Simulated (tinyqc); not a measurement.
From distance from the band edge back to impurity potential U: Koster-Slater impurity in a tight-binding band, by Green functions and by supercells. Computed by tinyqc, a small Python program. Command: `OMP_NUM_THREADS=1 python tinyqc.py 3017149 3017150 out.jsonl kosterslater inv`. One thread of a shared host (Intel(R) Xeon(R) Processor @ 2.30GHz), about 0.09 s of CPU time with the checks.

One orbital per site, e(k) = -2 t sum cos(k_i) over 3 direction(s), band from -6 t to 6 t, lattice constant 1. One site has the extra energy U. Spin is left out.

Inputs (values chosen for the exercise, for a model band): hopping t = 1.6 eV.

Lattice: simple cubic.

Method:
- Outside the band G0(E) = (1/pi) int_0^pi dk (2/(pi z)) K(16 t^2/z^2), z = E + 2 t cos k, K the complete elliptic integral with parameter m; 200 Gauss-Legendre points.
- A bound state solves 1/U = G0(E).
- Bisection in ln(distance from the edge) between 1e-5 t and |U| + t. Weight on the impurity site: -1/(U^2 dG0/dE), by a central difference with step min(1e-4 t, distance/30). Decay length along an axis: 1/arccosh(1 + distance/(2 t)).

Question. A run gave the result below. Find the impurity potential U, known to lie between 8.4 and 22 eV.

distance from the band edge = 2.858829 eV

Answer.

Each step takes the trial c = (a f_b - b f_a)/(f_b - f_a), f being the result less the target and a, b, c the logarithms of the listed values; c replaces end b, the old b replaces a if the sign of f changed, and otherwise f_a is halved.

Scan of the range:
```
impurity potential U (eV)  distance from the band edge (eV)
8.40                                                 0.8965
9.86                                                 1.9694
11.60                                                3.4117
13.60                                                5.1815
16.00                                                7.3911
18.70                                                9.9404
22.00                                               13.1097
```

False position (Illinois rule, in the logarithm of the input) inside the bracket:
```
step    end a    end b    trial  distance from the band edge (eV)
1      9.8600  11.6000  10.8994                           2.81643
2     11.6000  10.8994  10.9479                           2.85707
3     11.6000  10.9479  10.9519                           2.86043
4     10.9479  10.9519  10.9500                           2.85883
5     10.9519  10.9500  10.9500                           2.85883
```

Distance from the band edge rises at every point of a 13-point scan of the range (every second point is shown), so one value fits; it is bracketed by 9.86 and 11.6. Answer: impurity potential U = 10.95 eV.
